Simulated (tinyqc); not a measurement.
Crystal pulling from the melt: segregation, interface stability, heat balance and point-defect regime: one step, computed by the program tinyqc. Command: `OMP_NUM_THREADS=1 python tinyqc.py 3015044 3015045 out.jsonl pull walk`. One thread of a shared host (Intel(R) Xeon(R) Processor @ 2.30GHz), about 0.01 s of CPU time with the checks.

A dilute solute; steady pulling with a flat interface unless it is found unstable.

Task: Heat balance and the ratio V/G. k_S G_S = k_L G_L + L V; the largest rate for this G_S, with G_L = 0, is k_S G_S/L. Voronkov: the crystal grows vacancy-rich if V/G_S > xi_c and interstitial-rich if below; at fixed G_L the neutral rate solves V = xi_c G_S(V).

Inputs (values chosen for the exercise, modelled on boron in silicon): pull rate V = 1.5 mm/min; gradient in the melt G_L = 19 K/cm; solid conductivity k_S = 22.2 W/(m K); melt conductivity k_L = 54.2 W/(m K); latent heat per volume L = 4100 J/cm^3; critical ratio xi_c = 0.13 mm^2/(min K).

Give: gradient in the solid G_S; largest rate; V/G_S; neutral pull rate.

Result:

gradient in the solid G_S = 92.559 K/cm

largest rate = 3.0070 mm/min

V/G_S = 0.16206 mm^2/(min K)

neutral pull rate = 1.0053 mm/min

V/G_S is 1.25 xi_c: vacancies survive and can cluster into voids. Latent heat makes up 50 % of the flux.
